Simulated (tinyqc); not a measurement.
A log to judge: electron mobility of a polar semiconductor by Rode's iterative solution of the Boltzmann equation. Computed by tinyqc. Command: `OMP_NUM_THREADS=1 python tinyqc.py 3015535 3015536 out.jsonl rode walk`. One thread of a shared host (Intel(R) Xeon(R) Processor @ 2.30GHz), about 0.01 s of CPU time with the checks.

The distribution is f(E) + e F l(E) (-df/dE) cos(theta) for a weak field F, theta counted from the force; l(E) is a mean free path. Elastic processes enter by their momentum rate, polar optical phonons by out- and in-scattering terms. One valley only: where upper valleys lie close, measured mobilities are lower. The density n is prescribed, even where a narrow-gap material would have more intrinsic carriers.

Inputs (values chosen for the exercise, for a model polar semiconductor):
```
quantity                               value    unit
effective mass m                        0.27     m_0
static permittivity eps_s                 17       -
high-frequency permittivity eps_inf     12.5       -
density rho                             6150  kg/m^3
sound velocity v_l                      9850     m/s
acoustic deformation potential D_A       4.7      eV
optical phonon energy hbar w            98.8     meV
piezoelectric coupling K                0.01       -
electron density n                   2.9e+16  1/cm^3
compensation ratio C                    0.37       -
temperature T                            300       K
grid points per phonon energy s            8       -
iteration cap                              3       -
```

Band: parabolic. Elastic processes: acoustic, piezoelectric, impurity.

Constants: k_B = 8.617333262e-05 eV/K; m_0 = 9.1093837015e-31 kg; e = 1.602176634e-19 C; hbar = 1.054571817e-34 J s; eps_0 = 8.8541878128e-12 F/m; k_B = 1.380649e-23 J/K; hbar = 6.582119569e-16 eV s.

Method:
- Parabolic band: E = hbar^2 k^2/(2 m), speed v = hbar k/m, states per spin, volume and energy g(E) = m k/(2 pi^2 hbar^2). Masses are multiplied by m_0 and all formulas are in SI units.
- The reduced Fermi level eta = E_F/(k_B T) solves n = 2 Z int g f dE with f = 1/(1 + exp(x - eta)) (Z = 1 unless valleys are given); screening length L_s = sqrt(eps_s eps_0 k_B T/(e^2 dn/deta)), dn/deta = 2 Z int g f (1 - f) dE.
- Integrals over x = E/(k_B T) use 160 Gauss-Legendre points in u = sqrt(x) from 0 to sqrt(max(eta, 0) + 32).
- N_I = n (1 + C)/(1 - C).
- Phonon occupation N_q = 1/(exp(hbar w/(k_B T)) - 1).
- Acoustic deformation potential (elastic, equipartition, absorption and emission together): 1/tau = 2 pi k_B T D_A^2 g(E)/(hbar rho v_l^2).
- Piezoelectric (elastic, unscreened, momentum relaxation): 1/tau = e^2 K^2 k_B T m (1 + 2 alpha E)/(2 pi eps_s eps_0 hbar^3 k), with alpha = 0 for a parabolic band.
- Singly charged impurities, momentum relaxation: 1/tau = N_I e^4 m (1 + 2 alpha E) Phi/(8 pi (eps_s eps_0)^2 hbar^3 k^3), with alpha = 0 for a parabolic band.
- Brooks-Herring: Phi = ln(1 + b) - b/(1 + b), b = 4 k^2 L_s^2.
- Polar optical, unscreened: W = e^2 w (1/eps_inf - 1/eps_s) m (1 + 2 alpha E') ln|(k + k')/(k - k')| / (4 pi eps_0 hbar^2 k), times N_q for absorption (E' = E + hbar w) and N_q + 1 for emission (E' = E - hbar w > 0), with alpha = 0 for a parabolic band; mean cosine of the angle <cos> = (k^2 + k'^2)/(2 k k') - 1/ln|(k + k')/(k - k')|.
- Energy grid E_j = (j + 1/2) hbar w/s, j = 0, 1, ..., up to (max(eta, 0) + 18) k_B T, so that E_j +/- hbar w are grid points; l = 0 beyond the grid; integrals are sums times the spacing.
- With f' = f(E'): out-scattering S_o = sum over absorption and emission of W (1 - f')/(1 - f); nu = sum of elastic rates; the in-scattering weights are c+ = W_abs <cos> (1 - f')/(1 - f) for E' = E + hbar w and c- likewise for emission.
- Iteration: l_new(E) = [v(E) + c+ l(E + hbar w) + c- l(E - hbar w)]/(nu + S_o), from l = 0.
- mu = e sum g v l f (1 - f) / (3 k_B T sum g f) over the grid; stop when mu changes by less than 1e-8 of itself.

Course of the iteration:
```
iteration  mu (cm^2/(V s))  relative change
1                  3499.60          1.00000
2                  3675.42          0.04784
3                  3996.90          0.08043
```

Can the last value be used, and what does the course show?

No. The cap of 3 iterations was reached with mu still rising by 8 % in the last step, so the value is too low. Reruns converge with iteration cap = 200.
